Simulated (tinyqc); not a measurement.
Inside a calculation. Model: deep-level transient spectroscopy (DLTS) of one majority-carrier trap. Computed by tinyqc, a small Python program that keeps every step. Command: `OMP_NUM_THREADS=1 python tinyqc.py 3009286 3009287 out.jsonl dlts walk`. One thread of a shared host (Intel(R) Xeon(R) Processor @ 2.30GHz), about 0.05 s of CPU time with the checks. Intermediate numbers are printed to about 5 digits and carried at full precision; extremes and crossings named in words are read from the listed rows.

A filling pulse loads the traps in a one-sided junction; under reverse bias they empty at the rate e, and the capacitance relaxes as C(t) = C_0 - dC exp(-e t). The signal is S = [C(t_2) - C(t_1)]/dC.

Inputs (values chosen for the exercise, with mass and screening modelled on ZnO):

| quantity | value | unit |
|---|---|---|
| density-of-states mass m | 0.266 | m_0 |
| valleys M | 1 | - |
| trap depth E_t | 0.438 | eV |
| cross-section sigma_0 | 2.2e-14 | cm^2 |
| degeneracy ratio g | 2 | - |
| gate time t_1 | 0.0002 | s |
| ratio t_2/t_1 | 2 | - |
| temperature T | 229 | K |
| doping N | 1e+15 | cm^-3 |
| trap density N_t | 2.3e+13 | cm^-3 |
| dielectric constant eps | 8.58 | - |
| built-in voltage V_b | 1.4 | V |
| reverse bias V_r | 2.4 | V |
| diode area | 0.0026 | cm^2 |
| mean field F | 20000 | V/cm |

Carriers: electrons. Extra term: Poole-Frenkel lowering.

Constants: k_B = 8.617333262e-05 eV/K; k_B = 1.380649e-23 J/K; m_0 = 9.1093837015e-31 kg; h = 6.62607015e-34 J s; e = 1.602176634e-19 C; eps_0 = 8.8541878128e-12 F/m.

## Emission rate at T

e = g sigma v N_b exp(-E/k_B T), v = sqrt(3 k_B T/m), N_b = 2 M (2 pi m k_B T/h^2)^(3/2), sigma = sigma_0, E = E_t - dE with the one-dimensional Poole-Frenkel lowering dE = sqrt(e^3 F/(pi eps eps_0)), F being held as an input apart from the bias (the centre is charged when empty).

thermal velocity v = 1.9785e+07 cm/s

N_b = 2.2960e+18 cm^-3

sigma = 2.20e-14 cm^2

E = 0.40136 eV

emission rate e = 2936.0 1/s

## Rate window and signal

S(e) = exp(-e t_1) - exp(-e t_2) peaks at the rate window e_0 = ln(t_2/t_1)/(t_2 - t_1).

rate window e_0 = 3465.7 1/s

peak height S_max = 0.25

signal at T = 0.24688

At this T the trap empties slower than the window, by a factor 1.18: the point lies on the low-temperature side of the peak.

## Peak temperature and width

T_p solves e(T) = e_0 (bisection between 15 and 1500 K); the half-height points solve S = S_max/2 on either side.

peak temperature T_p = 230.71 K

lower half-height point = 216.28 K

upper half-height point = 241.80 K

full width = 25.519 K

The width is 11.1 % of T_p, and E_t is 22.0 k_B T_p.

## Peaks for six windows

t_1 is scaled by 0.1, 0.3, 1, 3, 10 and 30 at fixed t_2/t_1; each T_p by bisection.

Arrhenius data:

| t_1 (s) | e_0 (1/s) | T_p (K) | 1/(k_B T_p) (1/eV) | ln(e_0/T_p^2) |
|---|---|---|---|---|
| 0.00002 | 3.4657e+04 | 257.28 | 45.105 | -0.6471 |
| 0.00006 | 1.1552e+04 | 243.91 | 47.576 | -1.6390 |
| 0.00020 | 3.4657e+03 | 230.71 | 50.299 | -2.7317 |
| 0.00060 | 1.1552e+03 | 219.81 | 52.795 | -3.7334 |
| 0.00200 | 3.4657e+02 | 208.93 | 55.541 | -4.8359 |
| 0.00600 | 1.1552e+02 | 199.88 | 58.058 | -5.8459 |

## Arrhenius fit

Least squares of ln(e_0/T_p^2) on 1/(k_B T_p): slope -E_a, intercept ln(gamma sigma_a) with gamma = v N_b/T^2 = sqrt(3 k_B/m) 2 M (2 pi m k_B/h^2)^(3/2). For comparison, the slope of ln e_0 alone.

apparent depth E_a = 0.40136 eV

intercept = 17.456

gamma = 8.6622e+20 cm^-2 s^-1 K^-2

apparent cross-section = 4.4000e-14 cm^2

slope without T^2 = 0.44030 eV

The apparent depth is 0.4014 eV against E_t = 0.438 eV, and the apparent cross-section is 2.00 times sigma_0 (the degeneracy ratio): the field lowers the slope, so the depth must be extrapolated to zero field against sqrt(F). Leaving out the T^2 factor overstates the slope by 39 meV, about 2 k_B T_p.

## Signal size and trap density

W = sqrt(2 eps eps_0 (V_b + V_r)/(e N)), C_0 = eps eps_0 area/W. The pulse goes to zero bias, W_0 = W(V_r = 0). Traps within lambda = sqrt(2 eps eps_0 (E_t - E_F)/(e^2 N)) of the depletion edge stay filled, with E_F = k_B T_p ln(N_b/N) from the band, N_b = 2 M (2 pi m k_B T_p/h^2)^(3/2) (dopants taken as fully ionised). dC = C_0 (N_t/2N) f, f = [(W - lambda)^2 - max(W_0 - lambda, 0)^2]/W^2. The simple estimate is 2 N dC/C_0.

depletion width W = 1.8983 micrometre

C_0 = 10.405 pF

lambda = 0.51889 micrometre

f = 0.41672

transient amplitude dC = 49.863 fF

simple estimate of N_t = 9.5846e+12 cm^-3

The simple estimate finds 42 % of the traps.

Checks made by the program: the maximum of S(T) on a fine grid against T_p (relative difference below 1e-10).
